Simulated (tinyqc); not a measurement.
Threshold-voltage variability of a planar MOSFET, analytic estimates: one step of the calculation.

Three independent sources add in quadrature: random dopants in the depleted layer, metal-gate grains of two orientations, and roughness of the two gate edges acting through the roll-off VT = VT(long) - Vr exp(-L/l). These are first-order estimates: no three-dimensional electrostatics, no percolation.

Problem. A rough gate as parallel slices. Eight equal slices in parallel have lengths L_i with mean L. Slice threshold shift: -Vr [exp(-L_i/l) - exp(-L/l)]; off current of a slice against the smooth gate: (L/L_i) exp(-shift/(n Vt)); the device has the mean.

Inputs (values chosen for the exercise); material values close to those of silicon: temperature T = 325 K; gate length L = 65 nm; decay length of the threshold roll-off l = 12 nm; prefactor of the roll-off Vr = 2.4 V; subthreshold factor n = 1.32.

Constants: q = 1.602176634e-19 C, kB = 1.380649e-23 J/K, Vt = kB T/q. Results are converted to the units shown.

L_i - L, slice 0 to 7 (nm): -0.2  1  0.3  0.6  0.1  -0.3  0.5  -2

Find: shift; Ioff factor; Ioff of the device against the smooth gate.

Solution.

```
slice  shift (mV)  Ioff factor
0          -0.179        1.008
1           0.852       0.9624
2           0.263       0.9883
3           0.520       0.9770
4           0.088       0.9961
5          -0.270        1.012
6           0.435       0.9808
7          -1.933        1.087
```

Ioff of the device against the smooth gate = 1.001

tinyqc, about 0.01 s, one thread, Intel Xeon 2.30GHz (shared host): `OMP_NUM_THREADS=1 python tinyqc.py 2090133 2090134 out.jsonl`
